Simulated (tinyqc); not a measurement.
## Bias-temperature instability, empirical power law with universal recovery: effect of the measurement delay

Threshold-voltage shift at the end of a stress: dV = A (V/V0)^g exp[-(Ea q/kB)(1/T - 1/T0)] (t/1 s)^n. After a delay tr the permanent share pp stays and the rest falls by r = 1/(1 + B (tr/t)^be). An empirical model: its parameters are fits, not properties.

At V0 and T0. The apparent n comes from the measured shifts at ts/100 and ts, and the projection extends that line from ts to ten years (3.15576e8 s).

Values chosen for this exercise: reference stress voltage V0 = 1.8 V; reference temperature T0 = 373 K; shift after 1 s at V0 and T0 A = 4.1 mV; time exponent n = 0.22; voltage exponent g = 3.6; apparent activation energy of the shift Ea = 0.09 eV; permanent share pp = 0.27; recovery scale B = 2.5; recovery dispersion be = 0.17; stress time ts = 100 s.

Constants: q = 1.602176634e-19 C, kB = 1.380649e-23 J/K. Results are converted to the units shown.

The same in every row: true shift (mV) = 303.8.

Result of one run:

| tr (s) | share left at ts | apparent n | projected shift (mV) |
|---|---|---|---|
| 1e-5 | 0.8985 | 0.2427 | 383.2 |

What becomes of these results when the delay before the measurement tr is changed from 1e-5 to 0.1 s, all else the same?

Result of the changed run:

| tr (s) | share left at ts | apparent n | projected shift (mV) |
|---|---|---|---|
| 0.1 | 0.6818 | 0.2701 | 438.4 |

The whole series:

| tr (s) | share left at ts | apparent n | projected shift (mV) |
|---|---|---|---|
| 1e-6 | 0.9282 | 0.2367 | 362.3 |
| 1e-5 | 0.8985 | 0.2427 | 383.2 |
| 0.0001 | 0.8593 | 0.2497 | 407.0 |
| 0.001 | 0.8095 | 0.2573 | 429.5 |
| 0.01 | 0.7495 | 0.2645 | 443.1 |
| 0.1 | 0.6818 | 0.2701 | 438.4 |
| 1 | 0.6107 | 0.2729 | 409.7 |
| 10 | 0.5414 | 0.2723 | 360.0 |

The share left falls from 0.928 to 0.541 and the apparent n goes from 0.237 through a maximum of 0.273 (at tr = 1 s among the rows listed) to 0.272. The projection is 19 % above the true ten-year shift in the first row and 18 % above it in the last: a lower start and a steeper slope work against each other.

tinyqc, about 0.01 s, one thread, Intel Xeon 2.30GHz (shared host): `OMP_NUM_THREADS=1 python tinyqc.py 2070135 2070136 out.jsonl`
